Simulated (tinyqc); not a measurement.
Worked calculation: Penn model of the dielectric constant and Phillips ionicity. Values are carried at full precision from step to step, so a last printed digit may differ when a step is redone from the rounded ones.

n = 32/a^3; Ep^2 = 8 pi c e2 n with c = hbar^2/2m0, e2 = e^2/(4 pi eps0); EF = c (3 pi^2 n)^(2/3); eps = 1 + (Ep/Eg)^2 S with S = 1 - Eg/(4 EF) + (Eg/(4 EF))^2/3, Eg the Penn gap. Core d shells are left out.

Constants: hbar^2/2m0 = 3.80998211 eV angstrom^2; e^2/(4 pi eps0) = 14.39964547 eV angstrom.

Inputs chosen for the exercise (out of a larger set: near those of Si; not measured data): a = 5.414 angstrom (cubic lattice constant, 32 valence electrons a cell); ei = 11.78 (high-frequency dielectric constant).

## Valence electron gas

Evaluate n, Ep and EF.

n = 0.20165 1/angstrom^3
Ep = 16.675 eV
EF = 12.539 eV

## Penn gap from the dielectric constant

Start with S = 1 and repeat Eg = Ep sqrt(S/(ei - 1)) until Eg changes by less than 1e-6 eV.

Iterations:

| step | Eg in (eV) | S | Eg out (eV) |
|---|---|---|---|
| 1 | 5.0786 | 0.9022 | 4.8238 |
| 2 | 4.8238 | 0.9069 | 4.8365 |
| 3 | 4.8365 | 0.9067 | 4.8358 |
| 4 | 4.8358 | 0.9067 | 4.8359 |
| 5 | 4.8359 | 0.9067 | 4.8359 |
| 6 | 4.8359 | 0.9067 | 4.8359 |

Penn gap Eg = 4.836 eV

The factor S lowers the gap by 0.243 eV from the first estimate. The Penn gap is a mean bonding-antibonding separation, near the main peak of eps2, not the smallest gap.

## Homopolar and ionic parts

Phillips: bond length d = sqrt(3) a/4; homopolar gap Eh = 39.74 d^(-2.48) eV (d in angstrom); Eg^2 = Eh^2 + C^2; ionicity fi = C^2/Eg^2.

Split the gap; where Eg is below Eh or within 3 % of it, C is taken as zero.

d = 2.3443 angstrom
Eh = 4.804 eV
C = 0.00 eV
fi = 0.000

Eg/Eh = 1.007: the bond is covalent within the accuracy of the rule.

## Checks

- Penn gap by iteration against bisection (eV): both 4.836.

Computed by tinyqc, a small Python program: `OMP_NUM_THREADS=1 python tinyqc.py 1680073 1680074 out.jsonl` (the numbers bound the seed that draws the inputs); one thread of a shared host (Intel(R) Xeon(R) Processor @ 2.30GHz), about 0.01 s for the whole set of steps.
